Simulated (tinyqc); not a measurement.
Inside a calculation. Model: thin-body transistor below threshold, two-dimensional Poisson equation on a small mesh.

Computed by the program tinyqc: `OMP_NUM_THREADS=1 python tinyqc.py 2480167 2480168 out.jsonl`, one thread of a shared Intel Xeon 2.30GHz, about 0.1 s for the whole run. Printed values are rounded.

A thin body on a thick buried insulator of low permittivity, taken as carrying no normal field at the bottom of the body (row 0). Mobile charge is neglected (subthreshold), the body is fully depleted, and potentials are counted from the intrinsic level; rows run upward to the gate, columns from source to drain.

Inputs (values chosen for the exercise); semiconductor permittivity close to that of In0.53Ga0.47As:
- T = 300 K (temperature)
- eps_r = 13.7 (relative permittivity of the semiconductor)
- eox = 3.9 (relative permittivity of the insulator)
- tb = 6 nm (body thickness)
- tox = 1.6 nm (insulator thickness)
- L = 52 nm (channel length)
- Na = 4.4e17 cm^-3 (acceptor density of the depleted body)
- Vbi = 0.53 V (potential of the source)
- Vfb = -0.02 V (gate offset)
- Vg = 0 V (gate voltage)
- Vd = 0.3 V (drain voltage)

Constants: q = 1.602176634e-19 C, kB = 1.380649e-23 J/K, Vt = kB T/q, eps0 = 8.8541878128e-14 F/cm where lengths are in cm. Results are converted to the units shown.

## Coefficients of the five-point equations

Mesh: rows i = 0..1 in the semiconductor (step hs = tb/1, row 1 on the interface), then 1 step(s) ho = tox/1 up to the gate row 2; columns j = 0..4 (step hy = L/4). Box integration, divided by eps0: up_i = eps hy/h of the interval above row i, dn_i = that of the interval below (0 for row 0), lat_i = (sum of eps h/2 over the intervals above and below)/hy, s_i = -q Na w_i hy/eps0 with w_i the semiconductor height of the box (hs/2 for row 0 and the interface row, hs between, 0 in the insulator). Each free node obeys (up + dn + 2 lat) psi = up psi(above) + dn psi(below) + lat [psi(left) + psi(right)] + s.

| row | up | dn | lat | s (V) |
|---|---|---|---|---|
| 0 | 29.6833 | 0 | 3.16154 | -0.310512 |
| 1 | 31.6875 | 29.6833 | 3.40154 | -0.310512 |

## Iteration 1: over-relaxation sweep (omega = 1.16)

psi at the start (fixed values on the edges, free nodes at the gate value) (V):

|  | j=0 | j=1 | j=2 | j=3 | j=4 |
|---|---|---|---|---|---|
| row 0 | 0.530000 | 0.020000 | 0.020000 | 0.020000 | 0.830000 |
| row 1 | 0.530000 | 0.020000 | 0.020000 | 0.020000 | 0.830000 |
| row 2 | 0.020000 | 0.020000 | 0.020000 | 0.020000 | 0.020000 |

Free nodes: rows 0..1, columns 1..3, taken row by row from row 0, left to right. t = (up psi(above) + dn psi(below) + lat [psi(left) + psi(right)] + s)/(up + dn + 2 lat), with the newest neighbours; psi(new) = psi + 1.16 (t - psi).

psi after iteration 1 (V):

|  | j=0 | j=1 | j=2 | j=3 | j=4 |
|---|---|---|---|---|---|
| row 0 | 0.530000 | 0.061942 | 0.014268 | 0.091914 | 0.830000 |
| row 1 | 0.530000 | 0.065418 | 0.014450 | 0.097598 | 0.830000 |
| row 2 | 0.020000 | 0.020000 | 0.020000 | 0.020000 | 0.020000 |

## Iteration 2: over-relaxation sweep (omega = 1.16)

As before.

psi after iteration 2 (V):

|  | j=0 | j=1 | j=2 | j=3 | j=4 |
|---|---|---|---|---|---|
| row 0 | 0.530000 | 0.098080 | 0.020884 | 0.155288 | 0.830000 |
| row 1 | 0.530000 | 0.076082 | 0.023788 | 0.117732 | 0.830000 |
| row 2 | 0.020000 | 0.020000 | 0.020000 | 0.020000 | 0.020000 |

## Course of the iteration: over-relaxation sweep (omega = 1.16)

Stop when the largest change of psi is below 1e-7 V, or after 400 iterations. Fixed values: gate row Vg - Vfb; column 0 at Vbi and the last column at Vbi + Vd in the semiconductor, each running linearly to Vg - Vfb across the insulator.

Course of the iteration:

| iteration | psi at row 0, j = 2 (V) | largest \|change\| of one entry (V) |
|---|---|---|
| 1 | 0.0142683 | 0.0776 |
| 2 | 0.0208838 | 0.0634 |
| 3 | 0.0357283 | 0.0148 |
| 4 | 0.0415765 | 5.85e-3 |
| 5 | 0.0428500 | 1.44e-3 |
| 6 | 0.0430925 | 5.19e-4 |
| 7 | 0.0431479 | 1.14e-4 |
| 8 | 0.0431611 | 1.92e-5 |
| 9 | 0.0431640 | 3.52e-6 |
| 10 | 0.0431645 | 8.27e-7 |
| 11 | 0.0431647 | 2.00e-7 |
| 12 | 0.0431647 | 4.40e-8 |

Converged in 12 iterations. At the end each change is about 0.22 times the one before: linear convergence.

## Barrier, swing and barrier lowering

converged psi (V):

|  | j=0 | j=1 | j=2 | j=3 | j=4 |
|---|---|---|---|---|---|
| row 0 | 0.530000 | 0.107310 | 0.043165 | 0.167650 | 0.830000 |
| row 1 | 0.530000 | 0.079582 | 0.033535 | 0.120823 | 0.830000 |
| row 2 | 0.020000 | 0.020000 | 0.020000 | 0.020000 | 0.020000 |

d psi/dVg on row 0: j=0 0.000000, j=1 0.785140, j=2 0.922424, j=3 0.785140, j=4 0.000000
d psi/dVd on row 0: j=0 0.00000, j=1 0.00686, j=2 0.03879, j=3 0.20800, j=4 1.00000

The barrier is read along row 0, the path farthest from the gate. Take the node j of lowest psi: barrier Vbi - psi_j; swing Vt ln 10/(d psi_j/dVg); DIBL = (d psi_j/dVd)/(d psi_j/dVg). The derivatives solve the same equations with s = 0 and a unit change of that voltage.

j = 2
barrier = 0.486835 V
swing = 64.5326 mV/decade
DIBL = 42.0503 mV/V

A mesh of 12, 8 and 80 steps (semiconductor, insulator, channel) gives a barrier of 0.506 V, a swing of 62.8 mV a decade and a DIBL of 21.5 mV/V; the small mesh puts the barrier 3.8 % below that.
